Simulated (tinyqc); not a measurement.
Inside a calculation. Method: Hubbard ring of 6 sites. One step of it, computed by the program tinyqc.

Task: Mean-field iteration 1. H(up) = T + U n(down), H(down) = T + U n(up); fill the lowest levels; n(new) = n + mixing (n(out) - n); E = tr T (rho up + rho down) + U sum n_up n_down of the output.

one-body matrix (hopping and site energies) (eV), order 1, 2, 3, 4, 5, 6:
```
[[0.000000, -0.850000, 0.000000, 0.000000, 0.000000, -0.850000],
 [-0.850000, 0.000000, -0.850000, 0.000000, 0.000000, 0.000000],
 [0.000000, -0.850000, 0.000000, -0.850000, 0.000000, 0.000000],
 [0.000000, 0.000000, -0.850000, 0.000000, -0.850000, 0.000000],
 [0.000000, 0.000000, 0.000000, -0.850000, 0.000000, -0.850000],
 [-0.850000, 0.000000, 0.000000, 0.000000, -0.850000, 0.000000]]
```

U = 1.000000 eV

electrons, up and down: [3, 3]

mixing = 0.500000

n(up) at the start (a guess, not normalised): [0.500000, 0.500000, 0.500000, 0.500000, 0.500000, 0.500000]

n(down) at the start (a guess): [0.500000, 0.500000, 0.500000, 0.500000, 0.500000, 0.500000]

Give: levels, up; levels, down; energy; n(up) after iteration 1; n(down) after iteration 1.

Result:

levels, up (eV): [-1.2000, -0.3500, -0.3500, 1.3500, 1.3500, 2.2000]

levels, down (eV): [-1.2000, -0.3500, -0.3500, 1.3500, 1.3500, 2.2000]

energy = -5.3000 eV

n(up) after iteration 1: [0.5000, 0.5000, 0.5000, 0.5000, 0.5000, 0.5000]

n(down) after iteration 1: [0.5000, 0.5000, 0.5000, 0.5000, 0.5000, 0.5000]
